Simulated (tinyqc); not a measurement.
The starting point: quasiparticle equation with a plasmon-pole self-energy for two band edges.

For each edge E = e + X + Sc(E), with the correlation part Sc(E) = A[0]/(E - a + w) + A[1]/(E - b - w); a and b are the valence and conduction energies that enter the Green function (a = ev, b = ec in the one-shot scheme). Z = 1/(1 - dSc/dE), dSc/dE = -A[0]/(E - a + w)^2 - A[1]/(E - b - w)^2.

Parameters, chosen for this exercise (scales of the order of those of Si; the results hold for these values, not for the real material):
```
symbol  value         unit  meaning
ev      0             eV    mean-field valence top
ec      0.59          eV    mean-field conduction edge
w       15.9          eV    pole energy
Av      (59.1, 20.8)  eV^2  weights of the valence state on the hole and electron poles
Ac      (24, 55.1)    eV^2  the same for the conduction state
Xv      -2.85         eV    exchange minus the mean-field potential, valence
Xc      2.39          eV    the same, conduction
```

The mean-field gap is opened by d (ev lowered by d/2, ec raised by d/2) and X is changed by the opposite amounts, so that e + X stays; one-shot and G-updated gaps.

Gaps (eV):
```
d    start  one-shot  update G
0.0  0.590    1.1807    1.2586
0.2  0.790    1.2042    1.2586
0.4  0.990    1.2275    1.2586
0.6  1.190    1.2506    1.2586
0.9  1.490    1.2850    1.2586
1.2  1.790    1.3190    1.2586
1.6  2.190    1.3638    1.2586
```

The one-shot gap moves by a fraction 0.11 of any change of the starting gap, while the updated gap, 1.2586 eV, does not depend on it. The two agree where the start already equals the result, near d = 0.67 eV. A real change of starting point alters the orbitals and the screening too; this model holds both fixed.

(tinyqc, `OMP_NUM_THREADS=1 python tinyqc.py 1880001 1880002 out.jsonl`, Intel(R) Xeon(R) Processor @ 2.30GHz, 1 thread, shared host, about 0.03 s.)
